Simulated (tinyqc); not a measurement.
# Single-electron transistor, orthodox theory and master equation: what changes with what

A metal island with n extra electrons joins the left lead (voltage V) and the right lead (0 V) by tunnel junctions and couples to a gate. Cs = CL + CR + Cg. Adding electron n + 1 costs mu(n) = [q (n + 1/2) - CL V - Cg Vg]/Cs (in volts); the Fermi levels are -V (left) and 0 (right). A jump that gains the energy W has the rate G(W) = (W/q)/(R [1 - exp(-W/Vt)]), W in volts, Vt = kB T/q. Sequential tunnelling only; I > 0 flows from left to right.

Parameters, values chosen for the exercise:

| symbol | value | unit | meaning |
|---|---|---|---|
| CL | 5.1 | aF | capacitance of the left junction |
| CR | 3.1 | aF | capacitance of the right junction |
| Cg | 1.9 | aF | gate capacitance |
| RL | 140 | kohm | resistance of the left junction |
| RR | 490 | kohm | resistance of the right junction |
| T | 13 | K | temperature |
| Vg | 20 | mV | gate voltage |

Constants: q = 1.602176634e-19 C, kB = 1.380649e-23 J/K, Vt = kB T/q. Results are converted to the units shown.

Each table varies one quantity; the others keep the values above.

## Current against bias

Onto the island: from the left W = -V - mu(n), from the right W = -mu(n); off the island (n + 1 to n): to the left W = mu(n) + V, to the right W = mu(n). Steady state: p(n + 1)/p(n) = (sum of on rates)/(sum of off rates), normalised. I = q sum_n [p(n + 1) (off to left) - p(n) (on from left)]. Enough charge states are kept that the digits shown do not change.

Current against bias:

| V (mV) | I (nA) | mean n | states above 1 % | I (RL + RR)/V |
|---|---|---|---|---|
| 1.59 | 0.2227 | 0.0179 | 2 | 0.08823 |
| 6.08 | 1.228 | 0.0251 | 2 | 0.1273 |
| 10.6 | 3.499 | 0.0496 | 2 | 0.2080 |
| 15.1 | 7.064 | 0.0713 | 2 | 0.2947 |
| 19.6 | 11.87 | 0.0612 | 3 | 0.3815 |
| 24.1 | 18.51 | -0.0129 | 3 | 0.4838 |
| 28.6 | 26.37 | -0.1294 | 3 | 0.5808 |
| 33 | 33.66 | -0.2298 | 3 | 0.6426 |
| 37.5 | 40.31 | -0.3034 | 3 | 0.6772 |
| 42 | 46.42 | -0.3552 | 3 | 0.6963 |
| 46.5 | 52.27 | -0.3949 | 3 | 0.7082 |
| 51 | 58.18 | -0.4345 | 3 | 0.7187 |
| 55.5 | 64.68 | -0.4921 | 4 | 0.7342 |

What does the comparison show?

At zero temperature the blockade would end at V = 8.26 mV. The ratio I (RL + RR)/V rises from 0.0882 to 0.734. Over the second half of the table the slope between rows varies from 0.819 to 1.04 times 1/(RL + RR).

## The Coulomb oscillation

Same model as above.

Here V = 7.7 mV.

The Coulomb oscillation:

| Vg (mV) | I (nA) | mean n |
|---|---|---|
| 0 | 0.53807 | -0.0114 |
| 8.43 | 0.67597 | 0.0044 |
| 16.9 | 1.4309 | 0.0225 |
| 25.3 | 2.8257 | 0.0580 |
| 33.7 | 4.6175 | 0.1256 |
| 42.2 | 6.1421 | 0.2437 |
| 50.6 | 6.4163 | 0.4270 |
| 59 | 4.9121 | 0.6586 |
| 67.5 | 2.6015 | 0.8536 |
| 75.9 | 1.0796 | 0.9520 |
| 84.3 | 0.53857 | 0.9886 |
| 92.8 | 0.67829 | 1.0045 |
| 101 | 1.4022 | 1.0218 |
| 110 | 2.9007 | 1.0602 |

Read the table: what changes, and by how much?

I is largest, 6.42 nA, at Vg = 50.6 mV and smallest, 0.538 nA, at 0 mV among the rows; the pattern repeats every q/Cg = 84.3 mV. At zero temperature current flows while mu(0) lies between -V and 0, for Vg from 21.5 to 62.4 mV; the mean n moves from -0.01 to 1.06 over the table.

Range of the model: Cotunnelling, which dominates deep in the blockade, is left out.

Program tinyqc, `OMP_NUM_THREADS=1 python tinyqc.py 2780025 2780026 out.jsonl`; Intel Xeon 2.30GHz, shared host, one thread, about 0.01 s.
